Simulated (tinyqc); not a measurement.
Inside a calculation. Method: plane-wave Kohn-Sham cycle with exchange-only LDA in a layered model solid. One step of it, computed by the program tinyqc.

Task: Iteration 2: Hamiltonian at one k. H(m,m') = (k + G_m)^2/2 delta + V(G_m - G_m'), with V(-G) = V(G).

A solid whose potential varies along x alone (atomic units):
```
parameter                      value
period a                    6.500000
cross-section of the cell  30.000000
electrons per cell                 4
grid points                       16
plane waves -n..n, n               3
k points                           3
V1 in V1 cos(2 pi x/a)     -0.800000
```

V(G_m), m = 0, 1, 2, ... (hartree): -0.251433  -0.325556  0.009342  0.000377  0.000783  0.000054  0.000119

k = 0.000000 2 pi / a

Give: H.

Result:

H (hartree), lower triangle:
```
         -3       -2       -1       +0       +1       +2      +3
-3   3.9534
-2  -0.3256   1.6174
-1   0.0093  -0.3256   0.2158
+0   0.0004   0.0093  -0.3256  -0.2514
+1   0.0008   0.0004   0.0093  -0.3256   0.2158
+2   0.0001   0.0008   0.0004   0.0093  -0.3256   1.6174
+3   0.0001   0.0001   0.0008   0.0004   0.0093  -0.3256  3.9534
```
